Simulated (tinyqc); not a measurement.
What moves the populations: electrons shared among three sets of ellipsoidal valleys.

F_j(eta) = (1/Gamma(j + 1)) integral_0^infinity x^j dx/(1 + exp(x - eta)), which tends to exp(eta) for eta << 0.

Sets Gamma, L, X: N_i = M_i times N = 2 (m kB T/(4 pi c))^(3/2) with c = hbar^2/2m0, in 1/angstrom^3; times 1e24 for 1/cm^3, m = (ml mt^2)^(1/3); n = sum_i N_i F_1/2((EF - dE_i)/kT), energies from the edge of the first set; mu_drift = sum of share times mobility.

Constants: hbar^2/2m0 = 3.80998211 eV angstrom^2; kB = 8.617333262e-05 eV/K.

Values chosen for the exercise (masses and offsets near those of GaAs; mobilities are free inputs, held fixed; shifted at random, so the results belong to these values and not to a real crystal): dE = (0, 0.347, 0.431) eV (edges of Gamma, L, X above the first); M = (1, 4, 3) (valleys in each set); ml = (0.065, 1.916, 1.283) m0 (longitudinal masses of Gamma, L, X); mt = (0.065, 0.0736, 0.2236) m0 (transverse masses); mu = (9100, 1000, 300) cm^2/(V s) (mobility of each set); n = 5.8e+18 1/cm^3 (total electron density); T = 400 K.

All else solved anew.

One parameter was then changed.

Results before and after:
```
case     EF (eV)  share Gamma  share L  share X  mu_drift (cm^2/(V s))
base      0.1728       0.9799   0.0173   0.0028                   8935
changed   0.1728       0.9799   0.0173   0.0028                  10718
```

Which of these changes was made? (a) n = 1.74e+19 1/cm^3; (b) T = 450 K; (c) dE = (0, 0.2776, 0.431) eV; (d) ml = (0.065, 2.2992, 1.283) m0; (e) mt = (0.065, 0.0883, 0.2236) m0; (f) mu = (10920, 1000, 300) cm^2/(V s).

Answer: (f) mu = (10920, 1000, 300) cm^2/(V s). Of the candidates, run in turn, only this one gives the changed row.

All candidates:
```
case                                EF (eV)  share Gamma  share L  share X  mu_drift (cm^2/(V s))
base                                 0.1728       0.9799   0.0173   0.0028                   8935
T = 450 K                            0.1686       0.9606   0.0325   0.0070                   8776
n = 1.74e+19 1/cm^3                  0.3026       0.7316   0.2281   0.0403                   6897
dE = (0, 0.2776, 0.431) eV           0.1628       0.9019   0.0959   0.0021                   8304
mt = (0.065, 0.0883, 0.2236) m0      0.1724       0.9767   0.0205   0.0028                   8909
ml = (0.065, 2.2992, 1.283) m0       0.1726       0.9784   0.0188   0.0028                   8923
mu = (10920, 1000, 300) cm^2/(V s)   0.1728       0.9799   0.0173   0.0028                  10718
```

Run: tinyqc, `OMP_NUM_THREADS=1 python tinyqc.py 1650353 1650354 out.jsonl`; Intel(R) Xeon(R) Processor @ 2.30GHz, one thread, shared host; about 0.01 s of CPU time with all checks.
